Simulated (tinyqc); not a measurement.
Donor near an oxide interface in a gate field (two-state model): sweeps and comparisons. A value that a table varies takes the place of the one given here.

Interface at z = 0 (hard wall), donor at z = d, field F pulling electrons to the interface: potential e F z; 1 kV/cm = 1e-5 eV/angstrom, c = hbar^2/2m0, q = e^2/(4 pi eps0), Q = (eps - eo)/(eps + eo). Donor state: E_D = e F d - ED - q Q/(4 eps d), the last term joining the images of ion and electron. Interface state: z exp(-b z/2) exp(-rho^2/(2 L^2)) with E_z = c b^2/(4 mz) + 3 e F/b + q Q b/(8 eps), minimised over b; in the plane at z = 3/b the ion (distance D = d - 3/b) and its image (D' = d + 3/b) give E_rho = c/(mt L^2) - (q/eps)(sqrt(pi)/L)[erfcx(D/L) + Q erfcx(D'/L)], erfcx(x) = exp(x^2) erfc(x), minimised over L. E_I = E_z + E_rho.

The two states couple by t = t0 exp(-D/aD) with t0 = q/(eps aD) (2 aD/L) sqrt(aD b/2) v, v a valley factor; this form is an estimate. With detuning u = E_D - E_I the splitting is sqrt(u^2 + 4 t^2) and the lower state has weight (1 - u/sqrt(u^2 + 4 t^2))/2 on the donor.

Constants: hbar^2/2m0 = 3.80998211 eV angstrom^2; e^2/(4 pi eps0) = 14.39964547 eV angstrom.

Inputs chosen for the exercise (near those of a donor in Si below HfO2, static dielectric constants; shifted at random, so the results belong to these values and not to a real crystal): d = 110 angstrom (depth of the donor); ED = 44.8 meV (bulk binding energy); mz = 0.899 m0 (mass across the interface); mt = 0.186 m0 (mass in the plane); eps = 11.4 (dielectric constant of the semiconductor); eo = 22 (dielectric constant of the oxide); aD = 14.5 angstrom (donor radius); v = 0.37 (valley factor); Fl = (53.074, 53.477, 53.638, 53.718, 53.799, 53.96, 54.363) kV/cm (fields); dl = (65, 90, 120, 155, 200, 250) angstrom (depths).

## Sweeping the field

Both levels, the splitting, the donor weight and the mean depth w d + (1 - w) 3/b.

Results:

| F (kV/cm) | E_D (meV) | E_I (meV) | splitting (meV) | donor weight | mean depth (angstrom) |
|---|---|---|---|---|---|
| 53.074 | 14.492 | 14.998 | 0.509 | 0.996 | 109.7 |
| 53.477 | 14.936 | 15.125 | 0.200 | 0.973 | 107.9 |
| 53.638 | 15.113 | 15.176 | 0.0902 | 0.850 | 98.0 |
| 53.718 | 15.201 | 15.201 | 0.0644 | 0.503 | 70.3 |
| 53.799 | 15.290 | 15.227 | 0.0901 | 0.150 | 42.0 |
| 53.960 | 15.467 | 15.278 | 0.200 | 0.026 | 32.1 |
| 54.363 | 15.910 | 15.404 | 0.510 | 0.004 | 30.2 |

E_D rises by 1.10 and E_I by 0.32 meV per kV/cm, so they cross once, near 53.7 kV/cm, where the splitting is 2t = 0.0644 meV. The donor weight passes from 0.85 to 0.15 while the detuning goes from -2t to 2t, a window of 0.16 kV/cm or 0.31 % of the field; across the table the charge moves by 79 angstrom.

## Depth of the donor

Critical field, and the coupling, E_rho and L at that field.

Results:

| d (angstrom) | critical field (kV/cm) | e F d/ED | t (meV) | E_rho (meV) | L (angstrom) |
|---|---|---|---|---|---|
| 65 | 104.6 | 1.518 | 0.80 | -10.63 | 68 |
| 90 | 68.8 | 1.381 | 0.13 | -7.85 | 86 |
| 120 | 48.4 | 1.296 | 0.016 | -5.98 | 106 |
| 155 | 35.8 | 1.238 | 0.0014 | -4.69 | 128 |
| 200 | 26.7 | 1.192 | 6.1e-05 | -3.67 | 154 |
| 250 | 20.8 | 1.160 | 1.9e-06 | -2.96 | 182 |

The critical field falls from 105 to 21 kV/cm, with exponent -1.20 in d, while t drops by a factor 4.1e+05, about e for each 14 angstrom at the end (aD = 14.5). One lattice plane (1.36 angstrom) of misplacement changes t by 9 % and the critical field by about 1.4 % at 120 angstrom.

## What each parameter does

Critical field (E_D = E_I), and t and L there. Each row changes one parameter from the base and keeps the others.

Results:

| case | critical field (kV/cm) | t (meV) | L (angstrom) |
|---|---|---|---|
| base | 53.7 | 0.0322 | 99.5 |
| d = 100 angstrom | 60.3 | 0.0652 | 92.8 |
| ED = 50.8 meV | 61.3 | 0.0299 | 100.6 |
| aD = 16 angstrom | 53.7 | 0.0567 | 99.5 |
| mz = 0.764 m0 | 55.8 | 0.0356 | 98.0 |
| mt = 0.214 m0 | 53.4 | 0.0344 | 93.5 |
| eo = 33 | 51.5 | 0.0288 | 104.7 |
| eps = 12.1 | 55.1 | 0.0300 | 101.5 |

The largest shifts from the base row, up to three for each result and ties (the steps differ in size, so this ranks the rows, not the parameters). critical field (kV/cm): ED +7.6, d +6.6, eo -2.3; unchanged at the printed digits by aD. t (meV): d +0.0330, aD +0.0245, mz +0.00340. L (angstrom): d -6.7, mt -6.0, eo +5.2; unchanged at the printed digits by aD.

Run: tinyqc, `OMP_NUM_THREADS=1 python tinyqc.py 1251089 1251090 out.jsonl`; Intel(R) Xeon(R) Processor @ 2.30GHz, one thread, shared host; about 0.04 s of CPU time with all checks.
